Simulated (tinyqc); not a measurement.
Inside a calculation: phonon-assisted absorption at an indirect gap. Values are carried at full precision from step to step, so a last printed digit may differ when a step is redone from the rounded ones.

alpha(E) = sum_j A_j [N_j (E - Eg + w_j)^2 + (N_j + 1)(E - Eg - w_j)^2], each bracket counted only where its base is positive; N_j = 1/(exp(w_j/kB T) - 1). The first term absorbs a phonon and the second emits one; excitons and direct transitions are left out.

Constants: kB = 8.617333262e-05 eV/K.

Inputs chosen for the exercise (loosely those of Si at room temperature; Eg is not tied to T; not measured data):
```
symbol  value         unit         meaning
Eg      1.119         eV           indirect gap, held fixed unless listed
w       (55.3, 18.7)  meV          two zone-edge phonons
A       (3200, 380)   1/(cm eV^2)  their strengths
T       200           K
E       1.103         eV           photon energy
nr      3.6                        refractive index
d       26            micrometre   thickness
xj      0.69          micrometre   dead layer at the surface
W       8.5           micrometre   depleted width
L       2             micrometre   minority diffusion length below it
```

## The four branches at one energy

Evaluate the occupations and each term.

N_j: 0.04211  0.5103

terms with phonon absorption (1/cm): 0.2081  0.001414

terms with phonon emission (1/cm): 0  0

alpha = 0.2096 1/cm
wavelength hc/E (hc = 1239.841984 eV nm) = 1124.1 nm

Phonon absorption supplies 100.0 % of alpha; the depth 1/alpha is 4.77e+04 micrometre.

## What a slab does with it

Slab of thickness d in air, incoherent passes: R = ((nr - 1)/(nr + 1))^2, x = exp(-alpha d); transmitted Tr = (1 - R)^2 x/(1 - R^2 x^2), reflected Rt = R + (1 - R)^2 R x^2/(1 - R^2 x^2), absorbed Ab = (1 - R)(1 - x)/(1 - R x).

d in cm is 1e-4 times the value in micrometres.

R = 0.3195
x = 0.9995
Tr = 0.5154
Rt = 0.4840
Ab = 0.0005

A single pass would absorb (1 - R)(1 - x) = 0.0004; the back face adds 0.0002.

## Quantum efficiency of a diode

Photodiode (Gaertner form with a dead layer): QE = (1 - R) exp(-alpha xj) [1 - exp(-alpha W)/(1 + alpha L)], R = ((nr - 1)/(nr + 1))^2; responsivity = QE/E in A/W for E in eV.

Evaluate the factors; 1 micrometre = 1e-4 cm.

passes the dead layer = 1.0000
collected share = 0.0002
QE = 0.0001
responsivity = 0.0001 A/W

Without diffusion from below the collected share would be 0.0002.

## Checks

- Tr + Rt + Ab against 1: both 1.000000.

tinyqc: `OMP_NUM_THREADS=1 python tinyqc.py 1650482 1650483 out.jsonl`; about 0.01 s, one thread, shared Intel(R) Xeon(R) Processor @ 2.30GHz.
